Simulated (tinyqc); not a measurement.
# MOSFET with velocity saturation and source resistance: effect of the mobility degradation

Strong inversion, charge Q = Cox (Vg - m V) at channel potential V with Vg the gate overdrive, and drift velocity v = mu E/(1 + mu E/vsat). Integrating along the channel gives I = mu Cox (1/L)(Vg Vd - m Vd^2/2)/(1 + Vd/Vc) per width, Vc = vsat L/mu, which peaks at Vdsat. Units: I in uA/um, Rs in ohm um, so the drop over Rs is 1e-6 I Rs volts.

Vg = Vgs - I Rs - VT (0 if negative), mu = mu0/(1 + th Vg), Vc = vsat L/mu, x = sqrt(1 + 2 Vg/(m Vc)), Vdsat = 2 Vg/(m (1 + x)), Isat = Cox vsat Vg (x - 1)/(x + 1) per width. I = Isat is solved self-consistently; gm = dI/dVgs; Vdsat is the intrinsic value. The velocity at the source is I/(Cox Vg).

Inputs (values chosen for the exercise): gate capacitance Cox = 1.04 uF/cm^2; mobility at low gate voltage mu0 = 560 cm^2/(V s); saturation velocity vsat = 1.1e7 cm/s; body factor m = 1.05; threshold VT = 0.36 V; channel length L = 0.07 um; source resistance Rs = 0 ohm um; gate voltage Vgs = 2.5 V.

Result of one run:
```
th (1/V)   Vc (V)  Vdsat (V)  Isat (uA/um)  gm (uS/um)  velocity at the source/vsat
0.4       0.25520    0.79617        1491.8      788.27                      0.60936
```

What becomes of these results when the mobility degradation th is changed from 0.4 to 0 1/V, all else the same?

Result of the changed run:
```
th (1/V)   Vc (V)  Vdsat (V)  Isat (uA/um)  gm (uS/um)  velocity at the source/vsat
0         0.13750    0.62367        1699.0      937.34                      0.69399
```

The whole series:
```
th (1/V)   Vc (V)  Vdsat (V)  Isat (uA/um)  gm (uS/um)  velocity at the source/vsat
0         0.13750    0.62367        1699.0      937.34                      0.69399
0.2       0.19635    0.71957        1583.8      851.20                      0.64694
0.4       0.25520    0.79617        1491.8      788.27                      0.60936
0.6       0.31405    0.86015        1414.9      738.61                      0.57796
0.8       0.37290    0.91515        1348.9      697.61                      0.55098
1         0.43175    0.96335        1291.0      662.72                      0.52733
1.2       0.49060     1.0062        1239.5      632.41                      0.50629
```

As th goes from 0 to 1.2 1/V, Isat falls from 1700 to 1240 uA/um, Vdsat rises from 0.624 to 1.01 V and gm falls from 937 to 632 uS/um; the velocity at the source goes from 0.69 to 0.51 of vsat. In every row the channel is so short that velocity overshoot and near-ballistic transport, left out here, matter.

tinyqc, about 0.01 s, one thread, Intel Xeon 2.30GHz (shared host): `OMP_NUM_THREADS=1 python tinyqc.py 2500004 2500005 out.jsonl`
